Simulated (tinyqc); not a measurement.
How errors in the targets pass to the parameters: fitting sp3s* parameters to three gaps by Newton steps.

J:
```
           Esa     Vxapc     Vscpa
Gamma  0.42927   0.00000   0.00000
X      0.24634  -0.74184   0.00000
L      0.22698  -0.58896  -0.05299
```

The gaps at Gamma, X and L of an sp3s* model are fitted with Esa, Vxapc and Vscpa; J holds the derivatives of the gaps by these parameters at the start. The change of each parameter for +10 meV on one target is 10 J^-1, in meV.

Shifts (meV):
```
target raised   Esa  Vxapc   Vscpa
Gamma          23.3    7.7    13.8
X               0.0  -13.5   149.8
L               0.0    0.0  -188.7
```

root sum of squares (meV): Esa 23.3, Vxapc 15.5, Vscpa 241.3

What can be read from this table?

Independent errors of 10 meV leave Vscpa least certain (241 meV) and Vxapc best fixed (15.5 meV). The largest single entry, 189 meV, comes from the target at L.

tinyqc: `OMP_NUM_THREADS=1 python tinyqc.py 1482669 1482670 out.jsonl`; about 0.2 s, one thread, shared Intel(R) Xeon(R) Processor @ 2.30GHz.
